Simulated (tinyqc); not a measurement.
Mobility of a non-polar semiconductor in the relaxation-time approximation: one step, computed by the program tinyqc.

Each valley is treated as a sphere of mass m_d for states and rates, with one isotropic relaxation time; the conductivity mass m_c sets the current.

Problem. Rates at a few energies. Kane band: hbar^2 k^2/(2 m) = E (1 + alpha E), speed v = hbar k/(m (1 + 2 alpha E)), states per spin, volume and energy g(E) = m k (1 + 2 alpha E)/(2 pi^2 hbar^2); overlap factors are set to 1. Here m = m_d. Masses are multiplied by m_0 and all formulas are in SI units. Phonon occupation N_q = 1/(exp(hbar w/(k_B T)) - 1). Acoustic deformation potential (elastic, equipartition, absorption and emission together): 1/tau = 2 pi k_B T D_A^2 g(E)/(hbar rho v_l^2). Optical or intervalley deformation potential: 1/tau = (pi Z_f D_o^2/(rho w)) [N_q g(E + hbar w) + (N_q + 1) g(E - hbar w)], with g = 0 below the band edge. Each optical term is multiplied by (1 - f(E'))/(1 - f(E)), E' the final energy, for Pauli blocking. Singly charged impurities, momentum relaxation: 1/tau = N_I e^4 m (1 + 2 alpha E) Phi/(8 pi (eps_s eps_0)^2 hbar^3 k^3), with alpha = 0 for a parabolic band. Conwell-Weisskopf: Phi = ln(1 + y^2), y = 4 pi eps_s eps_0 E N_I^(-1/3)/e^2 (largest impact parameter N_I^(-1/3)/2). Alloy disorder: 1/tau = (2 pi/hbar) Omega x (1 - x) U^2 g(E), Omega = a^3/4 (other conventions for Omega rescale U).

Inputs (values chosen for the exercise, modelled on holes in silicon): non-parabolicity alpha = 0.33 1/eV; static permittivity eps_s = 11.7; density rho = 2329 kg/m^3; sound velocity v_l = 8810 m/s; acoustic deformation potential D_A = 5.3 eV; phonon energy hbar w = 63.7 meV; optical or intervalley deformation potential D_o = 8.4 1e8 eV/cm; final valleys Z_f = 1; temperature T = 400 K; alloy fraction x = 0.25; alloy potential U = 1.3 eV; lattice constant a = 5.5 angstrom.

Band: Kane. Impurity formula: Conwell-Weisskopf. Further scattering: alloy.

reduced Fermi level eta = -4.348462

density-of-states mass m_d = 0.512 m_0

ionised impurity density N_I = 1.90e+17 1/cm^3

Constants: k_B = 8.617333262e-05 eV/K; k_B = 1.380649e-23 J/K; e = 1.602176634e-19 C; hbar = 1.054571817e-34 J s; m_0 = 9.1093837015e-31 kg; hbar = 6.582119569e-16 eV s; eps_0 = 8.8541878128e-12 F/m.

Give: Rates (1e12/s) at E = (max(eta, 0) + 0.5, 1, 2, 4) k_B T.

Solution.

Rates (1e12/s) at E = (max(eta, 0) + 0.5, 1, 2, 4) k_B T:
```
E (meV)  acoustic  optical  ionised impurity  alloy
17.2        1.361    1.124             3.216  20.90
34.5        1.952    1.251             1.889  29.98
68.9        2.838    3.171             0.955  43.58
137.9       4.234    8.673             0.444  65.03
```
